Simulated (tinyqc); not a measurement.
From results back to parameters: band offset of a heterojunction with an interface dipole (two-band chains, self-consistent charge). Five cases, with inputs chosen for the exercise.

Problem. D0 is the offset of the mid-gaps without dipole, chi the charge moved per eV of offset and u the potential step per electron moved. In linear response the valence offset is S D0 - (G2 - G1)/2 with S = 1/(1 + u chi/2). Two interfaces between the same crystals differ in D0 by a known amount, as from a layer of fixed dipoles; their offsets come from hidden S and D0.

Find: S; D0 of the first; u.

Method. S is the change of the offset over the change of D0; then D0 = (offset + (G2 - G1)/2)/S and u = 2 (1/S - 1)/chi.

Case 1.

Values chosen (out of a larger set: gaps near those of InGaAs and InP; the chains and D0 are free models, so the offsets are not those of the real pair; not measured data): G1 = 0.72 eV (gap on the left); G2 = 1.29 eV (gap on the right).

chi = 0.53474 1/eV

valence offsets (eV): first -0.53382, second -0.15740

D0(second) - D0(first) = 1.18 eV

Solution.

S = 0.319
D0 of the first = -0.78 eV
u = 8.0 eV

Case 2.

Values chosen (out of a larger set: gaps near those of GaN and AlN; the chains and D0 are free models, so the offsets are not those of the real pair; not measured data): G1 = 3.52 eV (gap on the left); G2 = 6.04 eV (gap on the right).

chi = 0.08324 1/eV

valence offsets (eV): first -1.70013, second -0.73357

D0(second) - D0(first) = 1.12 eV

Solution.

S = 0.863
D0 of the first = -0.51 eV
u = 3.8 eV

Case 3.

Values chosen (out of a larger set: gaps near those of InGaAs and InP; the chains and D0 are free models, so the offsets are not those of the real pair; not measured data): G1 = 0.74 eV (gap on the left); G2 = 1.35 eV (gap on the right).

chi = 0.51480 1/eV

valence offsets (eV): first -0.45957, second -0.17708

D0(second) - D0(first) = 0.53 eV

Solution.

S = 0.533
D0 of the first = -0.29 eV
u = 3.4 eV

Case 4.

Values chosen (out of a larger set: gaps near those of Si and HfO2; the chains and D0 are free models, so the offsets are not those of the real pair; not measured data): G1 = 1.13 eV (gap on the left); G2 = 5.73 eV (gap on the right).

chi = 0.13325 1/eV

valence offsets (eV): first -2.80925, second -2.11667

D0(second) - D0(first) = 1.02 eV

Solution.

S = 0.679
D0 of the first = -0.75 eV
u = 7.1 eV

Case 5.

Values chosen (out of a larger set: gaps near those of SiC and SiO2; the chains and D0 are free models, so the offsets are not those of the real pair; not measured data): G1 = 3.07 eV (gap on the left); G2 = 9.18 eV (gap on the right).

chi = 0.05160 1/eV

valence offsets (eV): first -3.55452, second -2.32356

D0(second) - D0(first) = 1.38 eV

Solution.

S = 0.892
D0 of the first = -0.56 eV
u = 4.7 eV

Computed by tinyqc, one run a case: `OMP_NUM_THREADS=1 python tinyqc.py N N+1 out.jsonl` with N = 1481037, 1481130, 1481160, 1481207, 1481216; one thread of a shared Intel(R) Xeon(R) Processor @ 2.30GHz, about 0.5 s a run at most.
